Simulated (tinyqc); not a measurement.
Worked calculation: virtual-crystal alloy in the empirical-pseudopotential method. Values are carried at full precision from step to step, so a last printed digit may differ when a step is redone from the rounded ones.

Virtual crystal A(1-x)B(x): a = (1 - x) a_A + x a_B. Rule linear: V = (1 - x) V_A + x V_B. Rule volume: V = [(1 - x) a_A^3 V_A + x a_B^3 V_B]/a^3, since a form factor is an atomic potential divided by the cell volume.

Constants: hbar^2/2m0 = 3.80998211 eV angstrom^2; Ry = 13.60569312 eV.

Values chosen for the exercise (classic local form factors of the size used for Si (A) and Ge (B), which place X and L only to a few tenths of an eV; the results hold for these values, not for the real material):

| symbol | value | unit | meaning |
|---|---|---|---|
| a | (5.423, 5.656) | angstrom | lattice constants of A, B |
| VSA | (-0.213, 0.041, 0.078) | Ry | symmetric form factors of A |
| VAA | (0, 0, 0) | Ry | antisymmetric form factors of A |
| VSB | (-0.234, 0.011, 0.059) | Ry | symmetric form factors of B |
| VAB | (0, 0, 0) | Ry | antisymmetric form factors of B |
| rule | volume |  | mixing rule |
| x | 0.68 |  | fraction of B |

## The virtual crystal

Form a, the two weights and the form factors.

a = 5.5814 angstrom

weights of A and B: 0.29351  0.70762

VS at 3, 8, 11 (Ry): -0.22810  0.01982  0.06464

VA at 3, 4, 11 (Ry): 0.00000  0.00000  0.00000

## The six lowest plane waves at X

Empirical pseudopotential on the fcc lattice, atoms at +/- tau, tau = a (1,1,1)/8, no spin-orbit coupling. H(G,G') = c (2 pi/a)^2 |k + G|^2 delta + VS(q) cos(q.tau) + i VA(q) sin(q.tau), q = G - G', c = hbar^2/2m0; k and G in units of 2 pi/a; VS at |q|^2 = 3, 8, 11 and VA at 3, 4, 11, in rydberg, zero elsewhere. At each k the basis holds all G with |k + G|^2 up to 16; energies are counted from the fourth level at Gamma.

k = (1,0,0) with the small basis G = (0,0,0), (-2,0,0), (-1,1,1), (-1,-1,-1), (-1,1,-1), (-1,-1,1) in place of the full one.

H in this small basis (eV), lower triangle:
```
           000    -200  -1+1+1  -1-1-1  -1+1-1  -1-1+1
000      4.828
-200         0   4.828
-1+1+1  -2.194   2.194   9.657
-1-1-1   2.194  -2.194  -0.270   9.657
-1+1-1  -2.194  -2.194       0       0   9.657
-1-1+1  -2.194  -2.194       0       0   0.270   9.657
```

## Levels in the small basis

Diagonalise; the gap between the fourth and fifth level is a first estimate of the direct gap at X.

levels (absolute scale of H) (eV): 2.302  2.302  9.387  9.387  12.453  12.453

gap = 3.066 eV

The full basis gives 3.849 eV for this gap.

## The lowest conduction band along Gamma-X and at L

Full basis at each k.

Levels (eV):

| k | band 3 | band 4 | band 5 | band 6 |
|---|---|---|---|---|
| L | -1.160 | -1.160 | 1.218 | 4.143 |
| (0.00,0,0) | 0.000 | 0.000 | 2.016 | 3.451 |
| (0.20,0,0) | -0.493 | -0.493 | 2.879 | 3.276 |
| (0.40,0,0) | -1.352 | -1.352 | 1.962 | 4.038 |
| (0.60,0,0) | -2.102 | -2.102 | 1.283 | 2.820 |
| (0.70,0,0) | -2.371 | -2.371 | 1.083 | 2.226 |
| (0.80,0,0) | -2.564 | -2.564 | 0.989 | 1.743 |
| (0.85,0,0) | -2.628 | -2.628 | 0.982 | 1.548 |
| (0.90,0,0) | -2.678 | -2.678 | 1.003 | 1.379 |
| (1.00,0,0) | -2.717 | -2.717 | 1.132 | 1.132 |

On these points band 5 is lowest at (0.85,0,0), 0.982 eV above the valence top: in this model the gap is indirect, by a margin of 1034 meV.

## Checks

- Fifth band at (0.85,0,0) against the equivalent point (0,0,-0.85), on the absolute scale of H (eV): both 10.7916.

Run: tinyqc, `OMP_NUM_THREADS=1 python tinyqc.py 1050324 1050325 out.jsonl`; Intel(R) Xeon(R) Processor @ 2.30GHz, one thread, shared host; about 0.3 s of CPU time with all checks.
